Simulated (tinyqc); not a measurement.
Inside a calculation: donor level screened by free carriers (Yukawa potential). Values are carried at full precision from step to step, so a last printed digit may differ when a step is redone from the rounded ones.

Screening wave number: Debye ks^2 = 4 pi q n/(eps kB T); Thomas-Fermi ks^2 = 6 pi q n/(eps EF) with EF = c (3 pi^2 n/gv)^(2/3)/m, c = hbar^2/2m0; the two are joined by 1/ks^2 = sqrt(1/ks_D^4 + 1/ks_TF^4). 1e18/cm^3 = 1e-6/angstrom^3, q = e^2/(4 pi eps0).

Constants: e^2/(4 pi eps0) = 14.39964547 eV angstrom; kB = 8.617333262e-05 eV/K; hbar^2/2m0 = 3.80998211 eV angstrom^2; Ry = 13.60569312 eV; a0 (Bohr radius) = 0.5291772105 angstrom.

Values chosen for the exercise (near those of a donor in InP, with one mean mass; not measured data): m = 0.083 m0 (mass); eps = 12.3 (dielectric constant); gv = 1 (valleys); T = 300 K (temperature); n = 0.05 x 1e18/cm^3 (free-carrier density).

## Units and screening length

Give Ry* = Ry m/eps^2, a* = a0 eps/m, EF, the three values of ks, and x = ks a*.

Ry* = 7.464 meV
a* = 78.42 angstrom
EF = 5.96 meV

ks: Debye, Thomas-Fermi, joined (1/angstrom): 0.00533  0.01360  0.00530

x = 0.4159

EF/kB T = 0.23, so the Debye value, the smaller one, controls the screening.

## One-parameter trial function

Potential -(q/(eps r)) exp(-ks r), q = e^2/(4 pi eps0). In units Ry* = Ry m/eps^2 and a* = a0 eps/m the problem is [-Laplacian - 2 exp(-x r)/r] psi = E psi with x = ks a*.

For exp(-z r): E(z) = z^2 - 8 z^3/(2z + x)^2 in Ry*. Scan z = 0.5, 0.6, ..., 1.1, then minimise; first order gives -1 + 2x.

Scan (Ry*):
```
z    kinetic  potential        E
0.5   0.2500    -0.4988  -0.2488
0.6   0.3600    -0.6618  -0.3018
0.7   0.4900    -0.8322  -0.3422
0.8   0.6400    -1.0079  -0.3679
0.9   0.8100    -1.1878  -0.3778
1.0   1.0000    -1.3707  -0.3707
1.1   1.2100    -1.5561  -0.3461
```

best z = 0.909
E = -0.3778 Ry*
binding = 2.82 meV

First order in x would give -0.168 Ry*, a rigid shift by q ks/eps; it overstates the loss of binding by 0.210 Ry*.

## Converged levels

Converged values use 18 functions exp(-z r), z = 1.55^i, i = -11 to 6: S = 2/A^3, H = z_i z_j S - 2/(A + x)^2, A = z_i + z_j.

The 1s and 2s levels and the mean radius.

1s = -0.3796 Ry*
binding = 2.83 meV
<r> = 133.9 angstrom
second root = 0.0000 Ry*

The trial function misses by 0.0018 Ry*. Screening leaves 38 % of the bare binding, 0.11 kB T. 2s is no longer bound (it unbinds at x = 0.310). At this density n^(1/3) a* is past the Mott value 0.26, so real donors overlap and form no separate level.

## Checks

- 1s at x = 0.5 against the known -0.29623 Ry*: both -0.29623.
- 1s at x = 0 against -1: both -1.00000.

Program tinyqc; command `OMP_NUM_THREADS=1 python tinyqc.py 1250723 1250724 out.jsonl`; about 0.01 s on one thread of a shared Intel(R) Xeon(R) Processor @ 2.30GHz.
